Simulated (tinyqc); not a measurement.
# Changing the temperature T

Model: non-radiative capture by multiphonon emission, one effective mode. Computed by tinyqc, a small Python program. Command: `OMP_NUM_THREADS=1 python tinyqc.py 3007461 3007462 out.jsonl capture sweep`. One thread of a shared host (Intel(R) Xeon(R) Processor @ 2.30GHz), about 0.03 s of CPU time with the checks.

The initial state (free carrier plus empty centre) lies dE above the final state; both have the same frequency and are displaced by dQ.

Inputs (values chosen for the exercise, for a model semiconductor):
```
quantity                    value                   unit
energy released dE          0.316                     eV
phonon energy hbar omega     24.2                    meV
Huang-Rhys factor S          5.96                      -
electron-phonon coupling W   0.02  eV/(u^(1/2) angstrom)
cell volume V                2210             angstrom^3
degeneracy g                    2                      -
broadening b                   20                    meV
carrier mass m              0.427                    m_0
dielectric constant eps      10.9                      -
defect density N_t          4e+16                  cm^-3
```

Centre: repulsive.

Constants: hbar^2/u = 4.18015928e-03 eV angstrom^2; k_B = 8.617333262e-05 eV/K; hbar = 6.582119569e-16 eV s; Ry = 13.605693123 eV; k_B = 1.380649e-23 J/K; m_0 = 9.1093837015e-31 kg.

Method:
- dQ = sqrt(2 S (hbar^2/u)/hbar omega); relaxation energy lambda = S hbar omega; phonons needed P = dE/hbar omega; classical barrier E_b = (dE - lambda)^2/(4 lambda); occupation n = 1/(exp(hbar omega/k_B T) - 1).
- Huang-Rhys weight for a net emission of p phonons: L_p = exp(-S (2n + 1)) ((n + 1)/n)^(p/2) I_p(2 S sqrt(n (n + 1))), I_p the modified Bessel function.
- M_p = sum_m w_m <m_i|Q|(m + p)_f>^2 with Q counted from the final minimum and Boltzmann weights w_m for m = 0..24; <m_i|Q|k_f> = sqrt((hbar^2/u)/(2 hbar omega)) [sqrt(k) <m|k-1> + sqrt(k+1) <m|k+1>], with overlaps of oscillators displaced by d = sqrt(2 S) summed on 1500 points from -16 to 16 + d.
- The delta function is a Gaussian of standard deviation b at dE - p hbar omega.
- C_0 = V (2 pi/hbar) g W^2 sum_p M_p Gaussian_p. The sum runs over the seven p from round(P) - 3 to round(P) + 3; 1 angstrom^3 = 1e-24 cm^3.
- Sommerfeld factor of a repulsive centre: s(k) = 2 pi nu/(exp(2 pi nu) - 1), nu = sqrt(Ry*/E), Ry* = Ry m/eps^2, averaged over (2/sqrt(pi)) sqrt(x) exp(-x) dx with x = E/k_B T = t^2 (trapezoid, t to 6 in steps of 0.01).
- C = s C_0; v = sqrt(3 k_B T/m); sigma = C/v; tau = 1/(C N_t).

One run for each value:
```
temperature T (K)  capture coefficient C (cm^3/s)  C_0 (cm^3/s)  Sommerfeld factor s  cross-section sigma (cm^2)
60                                     2.4677e-12    2.0487e-08           1.2045e-04                  3.0873e-19
83                                     8.7297e-12    2.2212e-08           3.9302e-04                  9.2858e-19
120                                    3.4479e-11    2.7178e-08           1.2686e-03                  3.0501e-18
160                                    9.7749e-11    3.4582e-08           2.8266e-03                  7.4887e-18
220                                    2.9388e-10    4.7497e-08           6.1873e-03                  1.9201e-17
310                                    8.6107e-10    6.6722e-08           1.2905e-02                  4.7393e-17
430                                    2.0718e-09    8.7370e-08           2.3712e-02                  9.6819e-17
600                                    4.2985e-09    1.0595e-07           4.0571e-02                  1.7006e-16
```

Describe and explain the trends.

Over the rows, capture coefficient C (cm^3/s) rises from 2.47e-12 to 4.30e-9 (exponent d ln y / d ln x 3.9 between the first rows and 2.2 between the last); C_0 (cm^3/s) rises from 2.05e-8 to 1.06e-7 (exponent d ln y / d ln x 0.25 between the first rows and 0.58 between the last); Sommerfeld factor s rises from 1.20e-4 to 0.0406 (exponent d ln y / d ln x 3.6 between the first rows and 1.6 between the last). The classical barrier (dE - S hbar omega)^2/(4 S hbar omega) is 0.051 eV and hbar omega/k_B is 281 K; well below that temperature C_0 is the tunnelling rate from the lowest level.

Extremes, crossings and ranges named in words are read from the listed rows.
